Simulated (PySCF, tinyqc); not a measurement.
Inside a calculation. Method: CIS and TDHF on RHF in the sto-6g basis, for H4, spin multiplicity 1. The lowest restricted solution is unstable here: a spin-polarised one lies 0.0106 hartree lower (PySCF). One step of it, computed by the program tinyqc.

Problem. CIS triplet states. Diagonalise A (1 hartree = 27.211386 eV); each vector has its largest component positive (the first on a tie).

CIS matrix A, triplet (hartree), lower triangle:
```
          1>3       1>4       2>3       2>4
1>3  0.367729
1>4  0.000000  0.733325
2>3  0.000000  0.151181  0.154814
2>4  0.151181  0.000000  0.000000  0.584391
```

Give: triplet excitation energies; lowest vectors.

Solution.

triplet excitation energies (eV): 3.202  7.893  18.015  20.965

lowest vectors:
```
     state 1  state 2  state 3  state 4
1>3    0.000    0.890    0.457    0.000
1>4   -0.238    0.000    0.000    0.971
2>3    0.971    0.000    0.000    0.238
2>4    0.000   -0.457    0.890    0.000
```
